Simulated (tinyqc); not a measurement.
Square-lattice Ising model by mean field, Bethe lattice, transfer matrix, exact enumeration and Monte Carlo steps: one step, computed by the program tinyqc.

H = -J sum over nearest pairs s_i s_j, s = +-1, no field, periodic boundaries; energies per site are in J. As a lattice gas or an alloy, s marks which species holds the site.

Task: Exact averages on the small cell. Weights count x exp(-K E); N = 12; u = <E>/N, c = K^2 (<E^2> - <E>^2)/N in k_B, Binder U = 1 - <M^4>/(3 <M^2>^2).

Inputs (values chosen for the exercise, for a model lattice): temperature T = 1290 K.

Enumerated cell: 3 x 4.

States of the 3 x 4 cell:
```
E (J),|M|,count
-24,12,2
-16,10,24
-12,0,4
-12,6,8
-12,8,48
-8,2,48
-8,4,78
-8,6,120
-8,8,84
-4,0,168
-4,2,264
-4,4,264
-4,6,216
0,0,254
0,2,552
0,4,444
0,6,96
4,0,348
4,2,552
4,4,168
8,0,120
8,2,120
8,4,36
12,0,24
12,2,48
16,0,6
```

K = 0.2410861

Give: ln Z / N; u, cell; heat capacity c, cell; <|m|>, cell; Binder cumulant U.

Result:

ln Z / N = 0.7618

u, cell = -0.6479

heat capacity c, cell = 0.2343

<|m|>, cell = 0.4565

Binder cumulant U = 0.3304
